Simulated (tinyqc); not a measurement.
# Resistance of a tapered via with liner, size effect and interface, step by step

Numbers from tinyqc (`OMP_NUM_THREADS=1 python tinyqc.py 2750147 2750148 out.jsonl`; about 0.01 s on one thread of a shared Intel Xeon 2.30GHz). Printed values are rounded.

A round via whose diameter grows from db at the bottom as D(z) = db + 2 z/tan(ang). The fill, of diameter D - 2 tl, starts above the bottom liner (thickness fb tl) and has rho = rho0 (1 + ks lam/(D - 2 tl)); the sidewall liner conducts in parallel with it. The bottom liner and the interface are crossed over the full area pi db^2/4. Spreading in the lines above and below is left out.

Inputs (values chosen for the exercise); fill metal close to molybdenum: diameter at the bottom db = 55 nm; height hv = 74 nm; sidewall angle ang = 88 degrees; bulk resistivity of the fill rho0 = 5.28 uohm cm; mean free path of the fill lam = 11.3 nm; size-effect factor ks = 1.1; liner on the sidewall tl = 0.5 nm; liner at the bottom over that on the sidewall fb = 1; resistivity of the liner rl = 170 uohm cm; interface resistivity at the bottom ri = 7.8e-13 ohm cm^2; ballistic conductance per area, about 3/(4 rho0 lam) Sb = 1.3e15 S/m^2.

## Slices of the via

Slices between z0 = fb tl and hv, evaluated at their midpoints: conductance per length pi/4 [(D - 2 tl)^2/rho + (D^2 - (D - 2 tl)^2)/rl], slice resistance = slice height over that. 10 slices.

```
slice    z (nm)    D (nm)  rho (uohm cm)  slice resistance (ohm)
0         4.175  55.29159       6.488850               0.2057237
1      11.52500  55.80492       6.477527               0.2015388
2      18.87500  56.31826       6.466415               0.1974794
3      26.22500  56.83159       6.455506               0.1935406
4      33.57500  57.34493       6.444797               0.1897177
5      40.92500  57.85826       6.434281               0.1860062
6      48.27500  58.37160       6.423953               0.1824018
7      55.62500  58.88494       6.413808               0.1789005
8      62.97500  59.39827       6.403841               0.1754985
9      70.32500  59.91161       6.394049               0.1721919
```

## Total resistance

R_fill = sum of the slices; R_bottom = rl fb tl/(pi db^2/4); R_interface = ri/(pi db^2/4); ballistic (Sharvin) limit 1/(Sb pi (db - 2 tl)^2/4); ideal cylinder rho0 hv/(pi db^2/4).

parts (ohm): fill 1.882999, bottom liner 0.3577698, interface 0.03283064
R = 2.273599 ohm
shares (%): fill 82.82017, bottom liner 15.73583, interface 1.44399
ballistic limit = 0.3358762 ohm
ideal cylinder = 1.644562 ohm

The fill is the largest part, and R is 1.38 times the ideal cylinder. With 2000 slices R = 2.2736 ohm.
